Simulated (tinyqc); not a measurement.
Diamond against structures with more neighbours: Stillinger-Weber potential for a tetrahedral semiconductor. Computed by tinyqc, a small Python program. Command: `OMP_NUM_THREADS=1 python tinyqc.py 3020721 3020722 out.jsonl swsi walk`. One thread of a shared host (Intel(R) Xeon(R) Processor @ 2.30GHz), about 0.04 s of CPU time with the checks.

With x = r/sigma: pair term eps A (B x^-4 - 1) exp(1/(x - a)); for each pair of neighbours j, k of atom i, three-body term eps lambda exp(gamma/(x_ij - a) + gamma/(x_ik - a)) (cos theta_jik + 1/3)^2; both vanish beyond x = a. A = 7.049556277, B = 0.6022245584, a = 1.8.

Inputs (values chosen for the exercise, modelled on silicon):

| quantity | value | unit |
|---|---|---|
| energy scale eps | 2.204 | eV |
| length scale sigma | 2.096 | angstrom |
| three-body strength lambda | 20.6 | - |
| gamma | 1.2 | - |

Method. Each structure is relaxed in its neighbour distance d (lowest minimum for d between sigma and 1.7 sigma), with all neighbours inside the cut-off, second shells too where they fall inside.

Energies per atom (eV):

| structure | first neighbours | d (angstrom) | pair | three-body | total | volume (angstrom^3) |
|---|---|---|---|---|---|---|
| diamond | 4 | 2.3527 | -4.4080 | 0.0000 | -4.4080 | 20.049 |
| simple cubic | 6 | 2.6091 | -5.7656 | 1.6057 | -4.1599 | 17.761 |
| bcc | 8 | 2.8076 | -6.5646 | 2.3964 | -4.1682 | 17.036 |
| fcc | 12 | 2.9293 | -6.5418 | 2.4889 | -4.0528 | 17.774 |

What does the comparison show, and why?

The order is diamond < bcc < simple cubic < fcc, the lowest two 0.240 eV apart. Against diamond the pair energy changes by -1.36 (simple cubic), -2.16 (bcc), -2.13 (fcc) eV, while angles away from 109.47 degrees cost 1.61, 2.40, 2.49 eV; the bonds stretch to 2.93 angstrom in fcc to weaken that penalty.

Extremes, crossings and ranges named in words are read from the listed rows.
